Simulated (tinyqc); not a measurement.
What moves the results: band offset from the macroscopic average of a supercell potential. A value that a table varies takes the place of the one given here.

A model of the planar-averaged electrostatic energy of an electron in a periodic cell of N1 periods of A (L1 = N1 n1 h) and N2 periods of B (L2 = N2 n2 h), on z_j = j h: V(z) = f VA + (1 - f) VB + F t(z), VA = V1[0] + V1[1] cos(2 pi z/(n1 h)) + V1[2] cos(4 pi z/(n1 h)), VB the same with V2, n2 and z - L1. f = [tanh(z/w) - tanh((z - L1)/w) + tanh((z - L1 - L2)/w)]/2 + 1/2; t(z) = z - L1/2 in A and (L1/L2)(L1 + L2/2 - z) beyond, so that the cell is periodic.

Running mean over n points, periodic: for odd n the plain mean of the n points centred on j; for even n the n + 1 points with half weight at both ends. The macroscopic average applies the mean over n1 points and then over n2 points.

dEv = Ev(A) - Ev(B) = Ev1 - (dV + Ev2); dEc = Ec(B) - Ec(A) = Eg2 - Eg1 - dEv. The correction of a gap, c = Eg[1] - Eg[0], lowers the valence top by fv c and leaves dV, a ground-state quantity, as it is. Type I: dEv and dEc of one sign; II: opposite signs; III: no overlap of the gaps.

Parameters, chosen for this exercise (gaps near those of Si and GaP; not measured data):
- h = 0.25 angstrom (grid step)
- n1 = 5 (grid points per period of A)
- n2 = 6 (grid points per period of B)
- V1 = (-11.38, 3.47, 0.1) eV (mean and two harmonics of the potential in A)
- V2 = (-10.99, 1.21, 0.69) eV (the same in B)
- w = 0.38 angstrom (width of the interfaces)
- N1 = 5 (periods of A)
- N2 = 4 (periods of B)
- F = 0 eV/angstrom (slope in A from opposite charges on the two interfaces)
- Ev1 = 6.38 eV (valence top of bulk A above its mean potential)
- Eg1 = (0.6, 1.19) eV (gap of A: semi-local value, corrected value)
- Ev2 = 5.53 eV (valence top of bulk B above its mean potential)
- Eg2 = (1.62, 2.46) eV (gap of B: semi-local value, corrected value)

## How thick the regions must be

N1 = N2 = N, no slope (F = 0); dV is read at j = floor(N n1/2) and N n1 + floor(N n2/2). The exact value is V2[0] - V1[0].

Results:
```
N  L1 (angstrom)  dV (eV)  error (meV)
1           1.25   0.4454        55.41
2           2.50   0.4196        29.56
3           3.75   0.3820        -8.01
4           5.00   0.3901         0.07
5           6.25   0.3900        -0.01
6           7.50   0.3900         0.00
```

The error is below 10 meV from N = 3 on. The two windows together span 2.75 angstrom and must fit between the interface tails, which fall as exp(-2 z/w); the errors at N = 2, 3 and 4 are 29.56, -8.01 and 0.07 meV.

## The choice of windows

dV read at j = 12 and 37 after means over the numbers of points listed; ripple is the spread over the five points around each.

Results:
```
windows  dV (eV)  ripple in A (meV)  ripple in B (meV)
none       5.066               6346               2850
5 only     0.494                  0                242
6 only     0.010                843                  0
6, 7       0.477                196                  0
5, 6       0.390                  0                  0
```

Which rows can be used, and how does a wrong window show?

The last row matches both periods and lies 0 meV from the value of a thick cell, V2[0] - V1[0] = 0.390 eV. Against it the raw potential errs by +4.68 eV. No other row is within 20 meV of it. A window one point too long leaves a ripple of 843 meV in A, against 0 meV in the last row: the ripple is the sign to look for. Rows to use, with under 30 meV of ripple in both regions once the tilt is taken off: 5, 6. A row with a large ripple can hit the right value only by chance.

## Where the gap correction goes

dV = B - A = 0.3900 eV

fv1 and fv2 are varied.

Offsets (eV):
```
fv1  fv2     dEv     dEc
0.0  0.0   0.460   0.810
0.5  0.5   0.585   0.685
1.0  1.0   0.710   0.560
0.0  1.0   1.300  -0.030
1.0  0.0  -0.130   1.400
0.3  0.7   0.871   0.399
```

dEv + dEc = 1.270 eV in every row, but dEv alone spans 1.43 eV, the sum of the two corrections. A scissor on the conduction bands alone (first row) keeps the semi-local dEv; with equal shares fv the shift is fv times the difference of the corrections, +0.25 eV, against their sum of 1.43 eV: most of the error cancels if the shares are alike.

Program tinyqc; command `OMP_NUM_THREADS=1 python tinyqc.py 1880292 1880293 out.jsonl`; about 0.01 s on one thread of a shared Intel(R) Xeon(R) Processor @ 2.30GHz.
